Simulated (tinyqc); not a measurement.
## Mobility from the current

Problem. A Schottky diode carries J = q Nc [vR vD/(vR + vD)] exp(-phi/Vt) [exp(V/Vt) - 1]. A* = 4 pi q me m0 kB^2/h^3 (times 1e-4 for A/(cm^2 K^2)); Nc = 2 (2 pi me m0 kB T/h^2)^1.5 (times 1e-6 for cm^-3); vR = A* T^2/(q Nc). Find vR, vD and mun.

Inputs (values chosen for the exercise); band and dielectric values close to those of gallium arsenide: temperature T = 350 K; electron mass me = 0.0679 m0; barrier height seen from the metal phi = 0.69 eV; bias V = 0.45 V.

Constants: q = 1.602176634e-19 C, kB = 1.380649e-23 J/K, h = 6.62607015e-34 J s, m0 = 9.1093837015e-31 kg, Vt = kB T/q. Results are converted to the units shown.

J = 116.17238 A/cm^2
vD/mun = 68419.807 V/cm

Answer. J gives the effective velocity v, and 1/vD = 1/v - 1/vR.

vR = 1.115e7 cm/s
vD = 5.542e6 cm/s
mun = 81.00 cm^2/(V s)

Numbers from tinyqc (`OMP_NUM_THREADS=1 python tinyqc.py 2640011 2640012 out.jsonl`; about 0.01 s on one thread of a shared Intel Xeon 2.30GHz).
